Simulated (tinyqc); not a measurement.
From results back to parameters: averaged masses of warped heavy- and light-hole bands. Five cases, with inputs chosen for the exercise.

Problem. For B along [111] the central orbits have s = 1/4 all round, so the cyclotron masses are 1/(g1 -/+ sqrt(g2^2 + 3 g3^2)). They are given with the heavy-hole mass along [100], 1/(g1 - 2 g2); g2 and g3 are positive.

Case 1.

heavy and light cyclotron mass for B along [111]; heavy mass along [100] (m0): 0.6865834  0.0808832  0.3533569

Case 2.

heavy and light cyclotron mass for B along [111]; heavy mass along [100] (m0): 0.5620753  0.0265810  0.3875969

Case 3.

heavy and light cyclotron mass for B along [111]; heavy mass along [100] (m0): 0.4804158  0.0403902  0.2475248

Case 4.

heavy and light cyclotron mass for B along [111]; heavy mass along [100] (m0): 0.8688414  0.1570095  0.4716981

Case 5.

heavy and light cyclotron mass for B along [111]; heavy mass along [100] (m0): 0.7152785  0.0808934  0.3546099

Find: g1; sqrt(g2^2 + 3 g3^2); g2; g3.

Solution. The mean of the two inverse cyclotron masses is g1 and half their difference is the root; g2 = (g1 - 1/m[100])/2, and g3 follows.

Case 1.

g1 = 6.91
sqrt(g2^2 + 3 g3^2) = 5.454
g2 = 2.04
g3 = 2.92

Case 2.

g1 = 19.70
sqrt(g2^2 + 3 g3^2) = 17.921
g2 = 8.56
g3 = 9.09

Case 3.

g1 = 13.42
sqrt(g2^2 + 3 g3^2) = 11.338
g2 = 4.69
g3 = 5.96

Case 4.

g1 = 3.76
sqrt(g2^2 + 3 g3^2) = 2.609
g2 = 0.82
g3 = 1.43

Case 5.

g1 = 6.88
sqrt(g2^2 + 3 g3^2) = 5.482
g2 = 2.03
g3 = 2.94

Computed by tinyqc, one run a case: `OMP_NUM_THREADS=1 python tinyqc.py N N+1 out.jsonl` with N = 1081193, 1081203, 1081210, 1081213, 1081230; one thread of a shared Intel(R) Xeon(R) Processor @ 2.30GHz, about 0.03 s a run at most.
